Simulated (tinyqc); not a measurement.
Doping and voltage from widths and field.

Problem. In the depletion approximation an abrupt p-n junction has a triangular field: peak E = q Nd xn/(eps0 eps_r) = q Na xp/(eps0 eps_r), W = xn + xp, and Vbi - V = E W/2. Find Nd, Na and Vbi - V.

Inputs (values chosen for the exercise):
```
symbol,value,unit,meaning
eps_r,9.47,,relative permittivity
```

Constants: q = 1.602176634e-19 C, eps0 = 8.8541878128e-14 F/cm where lengths are in cm. Results are converted to the units shown.

W = 131.46503 nm
peak field = 1383.7123 kV/cm
xn = 24.971011 nm

Solution. Gauss's law on each side gives its doping from the peak field and its width; the voltage is the area of the triangle.

Nd = 2.90e18 cm^-3
Na = 6.80e17 cm^-3
Vbi - V = 9.10 V

Numbers from tinyqc (`OMP_NUM_THREADS=1 python tinyqc.py 2000152 2000153 out.jsonl`; about 0.05 s on one thread of a shared Intel Xeon 2.30GHz).
